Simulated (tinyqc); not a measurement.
Electrons shared among three sets of ellipsoidal valleys: sweeps and comparisons. A value that a table varies takes the place of the one given here.

F_j(eta) = (1/Gamma(j + 1)) integral_0^infinity x^j dx/(1 + exp(x - eta)), which tends to exp(eta) for eta << 0.

Sets X, L, Gamma: N_i = M_i times N = 2 (m kB T/(4 pi c))^(3/2) with c = hbar^2/2m0, in 1/angstrom^3; times 1e24 for 1/cm^3, m = (ml mt^2)^(1/3); n = sum_i N_i F_1/2((EF - dE_i)/kT), energies from the edge of the first set; mu_drift = sum of share times mobility.

Constants: hbar^2/2m0 = 3.80998211 eV angstrom^2; kB = 8.617333262e-05 eV/K.

Parameters, chosen for this exercise (masses and offsets near those of GaP; mobilities are free inputs, held fixed; not measured data):
- dE = (0, 0.418, 0.453) eV (edges of X, L, Gamma above the first)
- M = (3, 4, 1) (valleys in each set)
- ml = (2.069, 1.212, 0.128) m0 (longitudinal masses of X, L, Gamma)
- mt = (0.2523, 0.1548, 0.128) m0 (transverse masses)
- mu = (250, 360, 1700) cm^2/(V s) (mobility of each set)
- n = 3.4e+17 1/cm^3 (total electron density)
- T = 400 K

## Transfer between valleys with temperature

Offsets, masses and mobilities are held fixed; n is fixed too, so the high values of T stand for hot electrons, not for the lattice.

Populations:
```
T (K)  EF (eV)  share X  share L  share Gamma  mu_drift
77     -0.0153   1.0000   0.0000       0.0000       250
150    -0.0431   1.0000   0.0000       0.0000       250
300    -0.1133   1.0000   0.0000       0.0000       250
450    -0.1936   1.0000   0.0000       0.0000       250
600    -0.2805   0.9998   0.0002       0.0000       250
900    -0.4682   0.9970   0.0029       0.0001       250
1200   -0.6698   0.9886   0.0109       0.0005       252
2000   -1.2562   0.9448   0.0523       0.0029       260
```

The share of X goes from 1.000 to 0.945 and the mean mobility from 250 to 260 cm^2/(V s). X holds more than L throughout. The share of Gamma is at most 0.0029.

## Transfer between valleys with doping

Parabolic valleys; band tails and gap narrowing are left out.

Populations:
```
n (1/cm^3)  EF (eV)  share X  share L  share Gamma  mu_drift
1.0e+16     -0.2876   1.0000   0.0000       0.0000       250
1.0e+17     -0.2082   1.0000   0.0000       0.0000       250
1.0e+18     -0.1286   1.0000   0.0000       0.0000       250
3.0e+18     -0.0901   1.0000   0.0000       0.0000       250
1.0e+19     -0.0466   1.0000   0.0000       0.0000       250
3.0e+19     -0.0030   1.0000   0.0000       0.0000       250
1.0e+20      0.0579   1.0000   0.0000       0.0000       250
```

The share of X stays near 1.000, so the mean mobility hardly moves. X holds more than L throughout. The share of Gamma is at most 1.9e-07.

## Moving the second set by strain or alloying

The second entry of dE is replaced by the values listed; a negative value puts that set lowest.

Populations:
```
offset (eV)  EF (eV)  share X  share L  share Gamma  mu_drift
-0.100       -0.2527   0.0810   0.9190       0.0000       351
-0.050       -0.2108   0.2729   0.7271       0.0000       330
0.000        -0.1828   0.6150   0.3850       0.0000       292
0.025        -0.1751   0.7672   0.2328       0.0000       276
0.050        -0.1707   0.8718   0.1282       0.0000       264
0.100        -0.1671   0.9666   0.0334       0.0000       254
0.150        -0.1663   0.9920   0.0080       0.0000       251
0.200        -0.1660   0.9981   0.0019       0.0000       250
0.300        -0.1660   0.9999   0.0001       0.0000       250
```

The share of X goes from 0.081 to 1.000 and the mean mobility from 351 to 250 cm^2/(V s). X and L hold equal numbers between offset = -0.05 and 0 eV. The share of Gamma is at most 8.3e-08. With Boltzmann statistics the first two sets are equal at kT ln(N_2/N_1) = -0.0161 eV.

## What moves the populations

All else solved anew. Each row changes one parameter from the base and keeps the others.

Results:
```
case                              EF (eV)  share X  share L  share Gamma  mu_drift (cm^2/(V s))
base                              -0.1660   1.0000   0.0000       0.0000                    250
T = 450 K                         -0.1936   1.0000   0.0000       0.0000                    250
n = 1.02e+18 1/cm^3               -0.1279   1.0000   0.0000       0.0000                    250
dE = (0, 0.3344, 0.453) eV        -0.1660   1.0000   0.0000       0.0000                    250
mt = (0.2523, 0.1858, 0.128) m0   -0.1660   1.0000   0.0000       0.0000                    250
ml = (2.069, 1.4544, 0.128) m0    -0.1660   1.0000   0.0000       0.0000                    250
mu = (300, 360, 1700) cm^2/(V s)  -0.1660   1.0000   0.0000       0.0000                    300
```

The largest shifts from the base row, up to three for each result and ties (the steps differ in size, so this ranks the rows, not the parameters). EF (eV): n +0.0381, T -0.0276; unchanged at the printed digits by dE, mt, ml and mu. share X: unchanged at the printed digits by T, n, dE, mt, ml and mu. share L: unchanged at the printed digits by T, n, dE, mt, ml and mu. share Gamma: unchanged at the printed digits by T, n, dE, mt, ml and mu. mu_drift (cm^2/(V s)): mu +50; unchanged at the printed digits by T, n, dE, mt and ml.

Run: tinyqc, `OMP_NUM_THREADS=1 python tinyqc.py 1650313 1650314 out.jsonl`; Intel(R) Xeon(R) Processor @ 2.30GHz, one thread, shared host; about 0.02 s of CPU time with all checks.
